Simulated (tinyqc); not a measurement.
Electron mobility in a silicon inversion layer, empirical terms and Matthiessen rule: two steps of the calculation.

Inversion layer of sheet density Ns on a uniformly doped body. The mobility terms are empirical power laws with prefactors chosen for the exercise; adding their inverses (Matthiessen) is itself an approximation.

Parameters, values chosen for the exercise; material values close to those of silicon: temperature T = 350 K; body doping Nb = 6.6e17 cm^-3; gate capacitance Cox = 2 uF/cm^2; phonon-limited mobility at 1 MV/cm and 300 K Ap = 421 cm^2/(V s); roughness-limited mobility at 1 MV/cm As = 984 cm^2/(V s); exponent of the roughness term gs = 2; Coulomb prefactor Ac = 1900 cm^2/(V s); charge at the interface Nit = 1.8e11 cm^-2; inversion density Ns = 5.7e12 cm^-2; ratio W/L WL = 20; drain voltage Vd = 0.05 V.

Problem 1. Mobility terms and their sum. With t = T/(300 K): muC = Ac (Ns/1e12 cm^-2) t/(Nb/1e17 cm^-3 + Nit/1e11 cm^-2), muP = Ap E^(-1/3) t^(-1.75), muS = As E^(-gs); 1/mu is the sum of the inverses.

E = 0.97868681 MV/cm

Wanted: terms; mu; shares of 1/mu.

Solution 1.

terms (cm^2/(V s)): Coulomb 1504.2, phonon 323.78, roughness 1027.3
mu = 211.56 cm^2/(V s)
shares of 1/mu (%): Coulomb 14.065, phonon 65.342, roughness 20.593

The phonon term limits most.

Problem 2. Split C-V extraction. Q(Vg) is the trapezoid sum of Cgc from the first point (where Q is taken as 0); mu_eff = I/((W/L) Q Vd); mu_FE = (dI/dVg)/((W/L) Cox Vd) with a backward difference. Listed from point 4 on.

```
point	Vg (V)	Cgc (uF/cm^2)	I (uA)
0	0.2	3.7371584e-4	2.6252285e-7
1	0.3	0.0071897917	9.7393536e-5
2	0.4	0.13022586	0.033367671
3	0.5	1.1469452	4.2757999
4	0.6	1.9258027	38.013219
5	0.7	1.9960163	87.013886
6	0.8	1.9997932	133.90602
7	0.9	1.9999893	175.62325
8	1	1.9999994	211.92683
9	1.1	2.0000000	243.18136
10	1.2	2.0000000	269.89318
11	1.3	2.0000000	292.57832
12	1.4	2	311.72020
```

Find: Q; mu_eff; mu_FE.

Solution 2.

```
point	Q (uC/cm^2)	mu_eff (cm^2/(V s))	mu_FE (cm^2/(V s))
4	0.2247	169.1	168.7
5	0.4208	206.8	245.0
6	0.6206	215.8	234.5
7	0.8206	214.0	208.6
8	1.021	207.6	181.5
9	1.221	199.2	156.3
10	1.421	190.0	133.6
11	1.621	180.5	113.4
12	1.821	171.2	95.71
```

At the last point mu_FE is 44 % below mu_eff: where the mobility falls with gate voltage the slope of I understates it.

Computed by the program tinyqc: `OMP_NUM_THREADS=1 python tinyqc.py 2510060 2510061 out.jsonl`, one thread of a shared Intel Xeon 2.30GHz, about 0.01 s for the whole run.
